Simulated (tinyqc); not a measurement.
Projection against the Weibull slope.

Defects are spread at random, so -ln(1 - F) is proportional to the area: t63(A2) = t63 (A1/A2)^(1/beta), and the time to the share Fp is t63(A2) (-ln(1 - Fp))^(1/beta).

Values chosen for this exercise: area of a test capacitor A1 = 430 um^2; gate area of the product A2 = 4e5 um^2; allowed share of failed products Fp = 0.001; characteristic time of a test capacitor t63 = 190 s.

Projection against the Weibull slope:
```
beta,t63 of the product (s),time to Fp (s),decades lost to area,decades lost to the percentile
0.6,0.002143,2.145e-8,4.948,5.000
1.15,0.4982,0.001227,2.581,2.609
1.7,3.408,0.05861,1.746,1.765
2.25,9.107,0.4228,1.319,1.333
2.8,16.54,1.403,1.060,1.071
3.35,24.69,3.142,0.8861,0.8955
3.9,32.93,5.603,0.7612,0.7692
4.45,40.89,8.661,0.6671,0.6741
5,48.42,12.16,0.5937,0.6000
```

What does the table show?

Both losses go as 1/beta: together 9.95 decades at beta = 0.6 and 1.19 at 5. For small Fp only the ratio Fp/A2 counts, so ten times the area costs as much as a tenth of Fp.

Computed by the program tinyqc: `OMP_NUM_THREADS=1 python tinyqc.py 2070151 2070152 out.jsonl`, one thread of a shared Intel Xeon 2.30GHz, about 0.01 s for the whole run.
